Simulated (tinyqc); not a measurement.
Expansion against temperature: quasi-harmonic thermal expansion with mode Grueneisen parameters. Computed by tinyqc, a small Python program. Command: `OMP_NUM_THREADS=1 python tinyqc.py 3027472 3027473 out.jsonl qha walk`. One thread of a shared host (Intel(R) Xeon(R) Processor @ 2.30GHz), about 0.02 s of CPU time with the checks.

A crystal with two atoms a cell; per atom there are 1 transverse acoustic (TA), 1/2 longitudinal acoustic (LA) and 3/2 optical (O) modes. Every frequency of group i scales as nu_i (V/V0)^(-gamma_i). Each group has one frequency. Static energy: E = (9 V0 B0/16) [y^3 B' + y^2 (2 - 4 y)], y = (V0/V)^(2/3) - 1, with pressure P_s = (3 B0/2) (z^7 - z^5) [1 + (3/4)(B' - 4)(z^2 - 1)], z = (V0/V)^(1/3).

Inputs (values chosen for the exercise, modelled on magnesium oxide):
```
quantity                       value             unit
static volume V0                9.34  angstrom^3/atom
static bulk modulus B0           157              GPa
static B'                       4.13                -
frequency nu_TA                 8.81              THz
frequency nu_LA                 12.8              THz
frequency nu_O                  15.4              THz
Grueneisen parameter gamma_TA    1.4                -
Grueneisen parameter gamma_LA    1.4                -
Grueneisen parameter gamma_O     1.8                -
```

Acoustic groups: Einstein.

Constants: h x 1 THz = 4.135667696 meV; k_B = 8.617333262e-05 eV/K; 1 eV/angstrom^3 = 160.2176634 GPa.

Method:
- For a mode with x = h nu/(k_B T), n = 1/(exp(x) - 1): U = h nu (n + 1/2), C/k_B = x^2 n (n + 1); U_i and C_i sum these over group i with its weight per atom.
- Phonon pressure P_ph = sum_i gamma_i U_i/V.
- B_T = -V d(P_s + P_ph)/dV at fixed T (central difference, step 1e-4 V); alpha_V = sum gamma_i C_i k_B/(B_T V), all at V(T); the linear coefficient is alpha_L = alpha_V/3.
- V(T) solves P_s + P_ph = 0. The Grueneisen estimate uses C_i, V0 and B0 at the static volume; gamma_th = sum gamma_i C_i / sum C_i is taken at V(T).

Quasi-harmonic results:
```
T (K)  V/V0 - 1 (%)  B_T (GPa)  alpha_L (ppm/K)  alpha_L, Grueneisen estimate  gamma_th
20           1.4185     153.79            0.000                         0.000    1.4000
40           1.4186     153.79            0.015                         0.013    1.4009
70           1.4202     153.76            0.479                         0.434    1.4202
100          1.4299     153.64            1.770                         1.644    1.4605
150          1.4792     153.13            4.760                         4.503    1.5170
220          1.6218     151.97            8.392                         8.017    1.5564
300          1.8615     150.36           11.015                        10.531    1.5756
450          2.4323     147.13           13.471                        12.770    1.5891
700          3.5472     141.68           15.154                        14.052    1.5956
1000         5.0214     135.19           16.181                        14.556    1.5980
```

alpha_L is positive throughout. gamma_th moves from 1.40, near gamma_TA = 1.4, to 1.60, near the average over all modes, 1.60, as the stiffer groups take up their share of C. B_T changes by -12.1 % over the table, and at the highest T the estimate at fixed V0 and B0 is off by -10.0 %. Rows with a volume change above 4 % are beyond the safe range of the quasi-harmonic model. In the coldest rows alpha_L is far too small in size, since one frequency a group leaves out the long acoustic waves.

Extremes, crossings and ranges named in words are read from the listed rows.
